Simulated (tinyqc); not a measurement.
Spectral response: phonon-assisted absorption at an indirect gap.

alpha(E) = sum_j A_j [N_j (E - Eg + w_j)^2 + (N_j + 1)(E - Eg - w_j)^2], each bracket counted only where its base is positive; N_j = 1/(exp(w_j/kB T) - 1). The first term absorbs a phonon and the second emits one; excitons and direct transitions are left out.

Photodiode (Gaertner form with a dead layer): QE = (1 - R) exp(-alpha xj) [1 - exp(-alpha W)/(1 + alpha L)], R = ((nr - 1)/(nr + 1))^2; responsivity = QE/E in A/W for E in eV.

Constants: kB = 8.617333262e-05 eV/K.

Inputs chosen for the exercise (loosely those of Si at room temperature; Eg is not tied to T; the results hold for these values, not for the real material): Eg = 1.107 eV (indirect gap, held fixed unless listed); w = (56.9, 17.5) meV (two zone-edge phonons); A = (2700, 770) 1/(cm eV^2) (their strengths); T = 400 K; nr = 3.53 (refractive index); xj = 0.45 micrometre (dead layer at the surface); W = 20 micrometre (depleted width); L = 140 micrometre (minority diffusion length below it).

Response:

| E (eV) | wavelength (nm) | alpha (1/cm) | 1/alpha (micrometre) | dead layer | collected | QE | A/W |
|---|---|---|---|---|---|---|---|
| 1.13 | 1097 | 6.06 | 1.65e+03 | 1.000 | 0.089 | 0.061 | 0.054 |
| 1.17 | 1060 | 20.9 | 479 | 0.999 | 0.258 | 0.177 | 0.152 |
| 1.23 | 1008 | 79.9 | 125 | 0.996 | 0.598 | 0.410 | 0.333 |
| 1.31 | 946 | 238 | 42.1 | 0.989 | 0.856 | 0.583 | 0.445 |
| 1.41 | 879 | 563 | 17.8 | 0.975 | 0.963 | 0.646 | 0.458 |
| 1.56 | 795 | 1.32e+03 | 7.60 | 0.943 | 0.996 | 0.646 | 0.414 |
| 1.76 | 704 | 2.81e+03 | 3.55 | 0.881 | 1.000 | 0.606 | 0.344 |
| 2.01 | 617 | 5.49e+03 | 1.82 | 0.781 | 1.000 | 0.538 | 0.267 |
| 2.31 | 537 | 9.86e+03 | 1.01 | 0.642 | 1.000 | 0.442 | 0.191 |
| 2.71 | 458 | 1.77e+04 | 0.566 | 0.451 | 1.000 | 0.311 | 0.115 |

QE is highest, 0.646, at 1.41 eV of those listed and the responsivity at 1.41 eV; reflection alone caps QE at 0.688. Near the gap weak absorption limits it (collected share 0.089); at the top the dead layer passes 0.451. Far above the gap the quadratic law and a constant index are only rough.

(tinyqc, `OMP_NUM_THREADS=1 python tinyqc.py 1650130 1650131 out.jsonl`, Intel(R) Xeon(R) Processor @ 2.30GHz, 1 thread, shared host, about 0.01 s.)
